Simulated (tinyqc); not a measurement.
## Thin-film resistivity, exact integral against the thick limit

Fuchs-Sondheimer for a film of thickness d, k = d/lam: rho0/rho = 1 - (3 (1 - ps)/(2 k)) int_1^infinity (t^-3 - t^-5)(1 - exp(-k t))/(1 - ps exp(-k t)) dt; thick limit rho/rho0 = 1 + 3 (1 - ps)/(8 k).

Inputs (values chosen for the exercise); metal values close to those of copper:

| symbol | value | unit | meaning |
|---|---|---|---|
| rho0 | 1.72 | uohm cm | bulk resistivity |
| lam | 40.6 | nm | bulk mean free path |
| ps | 0 |  | specular share of surface scattering |

Thin-film resistivity, exact integral against the thick limit:

| d (nm) | k | rho/rho0, exact | thick limit | error of the limit (%) | rho (uohm cm) |
|---|---|---|---|---|---|
| 2 | 0.04926 | 7.811 | 8.613 | 10.3 | 13.43 |
| 3.9 | 0.09606 | 4.911 | 4.904 | -0.150 | 8.447 |
| 7.6 | 0.1872 | 3.220 | 3.003 | -6.72 | 5.538 |
| 15 | 0.3695 | 2.214 | 2.015 | -8.98 | 3.808 |
| 29 | 0.7143 | 1.649 | 1.525 | -7.52 | 2.836 |
| 56 | 1.379 | 1.330 | 1.272 | -4.37 | 2.288 |
| 110 | 2.709 | 1.158 | 1.138 | -1.71 | 1.992 |
| 210 | 5.172 | 1.078 | 1.073 | -0.521 | 1.854 |
| 410 | 10.10 | 1.039 | 1.037 | -0.138 | 1.786 |

What does the table show?

rho/rho0 falls from 7.81 to 1.04. The error of the thick limit goes from 10 through a minimum of -9.0 (at d = 15 nm among the rows listed) to -0.14 %; it stays within 5 % for k of 1.379 and above among the rows listed. The change of sign at small k is a crossing of two different laws, not agreement.

Computed by the program tinyqc: `OMP_NUM_THREADS=1 python tinyqc.py 2100151 2100152 out.jsonl`, one thread of a shared Intel Xeon 2.30GHz, about 0.01 s for the whole run.
